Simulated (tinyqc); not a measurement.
# Capacitances against the relative permittivity between the lines

Endless row of lines of width wl, height tl and space sl between grounded planes at distance hd; e2 fills the gaps beside the lines, e1 the rest. Laplace's equation is solved on meshes of 3, 6 and 12 steps per unit u and extrapolated (Aitken), which is good to about 0.2 %. C_even (all lines at 1 V) is the capacitance Cg to the planes; C_odd (neighbours in antiphase) = Cg + 4 Cc if only nearest neighbours couple, which defines Cc; total with quiet neighbours Cg + 2 Cc. Plate values 2 eps0 e1 wl/hd and eps0 e2 tl/sl.

Values chosen for this exercise:
```
symbol,value,unit,meaning
e1,3,,relative permittivity above and below the lines
wl,4,u,"line width, in units u"
tl,8,u,line height
sl,6,u,space between lines
hd,8,u,distance to each plane
```

Constants: eps0 = 8.8541878128e-12 F/m. Results are converted to the units shown.

The same in every row: plate Cg (aF/um) = 26.6.

Result of one run:

| Cg (aF/um) | Cc (aF/um) | Cg + 2 Cc (aF/um) | C_odd (aF/um) | plate Cc (aF/um) | share of coupling, 2 Cc/(Cg + 2 Cc) (%) |
|---|---|---|---|---|---|
| 58.5 | 21.2 | 101 | 143 | 11.8 | 42.0 |

Which relative permittivity between the lines e2 gave this result: 1, 1.5, 2, 3.9 or 7?

e2 = 1.

The whole series:

| e2 | Cg (aF/um) | Cc (aF/um) | Cg + 2 Cc (aF/um) | C_odd (aF/um) | plate Cc (aF/um) | share of coupling, 2 Cc/(Cg + 2 Cc) (%) |
|---|---|---|---|---|---|---|
| 1 | 58.5 | 21.2 | 101 | 143 | 11.8 | 42.0 |
| 1.5 | 59.6 | 27.1 | 114 | 168 | 17.7 | 47.6 |
| 2 | 60.4 | 33.0 | 126 | 192 | 23.6 | 52.2 |
| 2.5 | 61.1 | 38.8 | 139 | 216 | 29.5 | 56.0 |
| 3 | 61.6 | 44.7 | 151 | 240 | 35.4 | 59.2 |
| 3.9 | 62.3 | 55.3 | 173 | 284 | 46.0 | 64.0 |
| 5 | 62.9 | 68.3 | 200 | 336 | 59.0 | 68.5 |
| 7 | 63.7 | 91.9 | 247 | 431 | 82.6 | 74.3 |

As e2 goes from 1 to 7, Cg rises from 58.5 to 63.7 aF/um, Cc rises from 21.2 to 91.9 aF/um and the share of coupling rises from 42.0 to 74.3 %. Cg is 2.20 times its plate value in the first row and 2.40 times in the last; for Cc the ratios are 1.80 and 1.11. Neighbours in antiphase raise the load by a factor of 1.42 and 1.74 over quiet ones.

Numbers from tinyqc (`OMP_NUM_THREADS=1 python tinyqc.py 2790152 2790153 out.jsonl`; about 0.9 s on one thread of a shared Intel Xeon 2.30GHz).
